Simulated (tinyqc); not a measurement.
Growth over eight decades: Cabrera-Mott growth of a thin oxide under its own electric field. Computed by tinyqc, a small Python program. Command: `OMP_NUM_THREADS=1 python tinyqc.py 3025178 3025179 out.jsonl cabrera walk`. One thread of a shared host (Intel(R) Xeon(R) Processor @ 2.30GHz), about 0.01 s of CPU time with the checks.

Electrons cross the film freely and set a fixed potential V across it; the field V/x lowers the barrier for ions entering the oxide.

Inputs (values chosen for the exercise, for a model metal): barrier W = 1.47 eV; Mott potential V = 1.6 V; ion charge number z = 2; half jump distance b = 1.5 angstrom; prefactor u0 = N Omega nu = 4.2e+13 angstrom/s; temperature T = 295 K; starting thickness x0 = 5.1 angstrom.

Backward hops: kept.

Constants: k_B = 8.617333262e-05 eV/K.

Method:
- u = u0 exp(-W/(k_B T)), X1 = z b V/(k_B T) with V in volts and k_B T in eV; dx/dt = 2 u sinh(X1/x).
- t(x) = int_(x0)^x dx / (dx/dt) by Gauss-Legendre quadrature (80 points on each side of (x0 + 2 x)/3), solved for x.
- Closed form for thin films (leading term of the integral): x solves (x^2/(u X1)) exp(-X1/x) = t.

u = 3.23429e-12 angstrom/s

X1 = 188.819 angstrom

Thickness:
```
t (s)     x (angstrom)  1/x (1/angstrom)  closed form (angstrom)
1.00e+00         7.501           0.13332                   7.481
1.00e+01         8.195           0.12202                   8.169
1.00e+02         9.024           0.11081                   8.990
1.00e+03        10.031           0.09969                   9.985
1.00e+04        11.277           0.08868                  11.212
1.00e+05        12.854           0.07780                  12.761
1.00e+06        14.907           0.06708                  14.768
1.00e+07        17.676           0.05657                  17.455
1.00e+08        21.582           0.04633                  21.205
```

What follows from these numbers?

Per decade of time the film gains 0.69 angstrom at first and 3.9 at the end. The inverse-logarithmic law predicts -X1 d(1/x)/d ln t near 1; the rows give 0.93 at first and 0.84 at the end. The closed form misses by at most 1.7 %.

Extremes, crossings and ranges named in words are read from the listed rows.
